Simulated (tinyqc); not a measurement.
## Resistance of a tapered via with liner, size effect and interface: two fill metals against the diameter

A round via whose diameter grows from db at the bottom as D(z) = db + 2 z/tan(ang). The fill, of diameter D - 2 tl, starts above the bottom liner (thickness fb tl) and has rho = rho0 (1 + ks lam/(D - 2 tl)); the sidewall liner conducts in parallel with it. The bottom liner and the interface are crossed over the full area pi db^2/4. Spreading in the lines above and below is left out.

Slices between z0 = fb tl and hv, evaluated at their midpoints: conductance per length pi/4 [(D - 2 tl)^2/rho + (D^2 - (D - 2 tl)^2)/rl], slice resistance = slice height over that. 2000 slices. R_fill = sum of the slices; R_bottom = rl fb tl/(pi db^2/4); R_interface = ri/(pi db^2/4). The second fill has rho2, lam2 and tl2 in place of rho0, lam and tl.

Values chosen for this exercise; fill metal close to molybdenum: height hv = 56 nm; sidewall angle ang = 85 degrees; bulk resistivity of the fill rho0 = 5.43 uohm cm; mean free path of the fill lam = 11.2 nm; size-effect factor ks = 1.3; liner on the sidewall tl = 0.2 nm; liner at the bottom over that on the sidewall fb = 0.7; resistivity of the liner rl = 210 uohm cm; interface resistivity at the bottom ri = 9.9e-13 ohm cm^2; ballistic conductance per area, about 3/(4 rho0 lam) Sb = 1.3e15 S/m^2; bulk resistivity of the second fill (close to copper) rho2 = 1.65 uohm cm; its mean free path lam2 = 40.8 nm; its liner tl2 = 2.6 nm.

Results:
```
db (nm),"R, first fill (ohm)","R, second fill (ohm)",ratio second/first
8.5,67.80,263.4,3.885
12,33.92,91.34,2.693
17,16.78,35.94,2.141
24,8.330,15.48,1.858
35,3.858,6.493,1.683
70,0.9376,1.431,1.526
100,0.4538,0.6743,1.486
```

Estimate the missing row, db = 49 nm.

Computed row:
```
db (nm),"R, first fill (ohm)","R, second fill (ohm)",ratio second/first
49,1.941,3.084,1.589
```

With this row back in the table: The ratio goes from 3.89 to 1.49. The first fill gives the lower R in every row.

Program tinyqc, `OMP_NUM_THREADS=1 python tinyqc.py 2750188 2750189 out.jsonl`; Intel Xeon 2.30GHz, shared host, one thread, about 0.01 s.
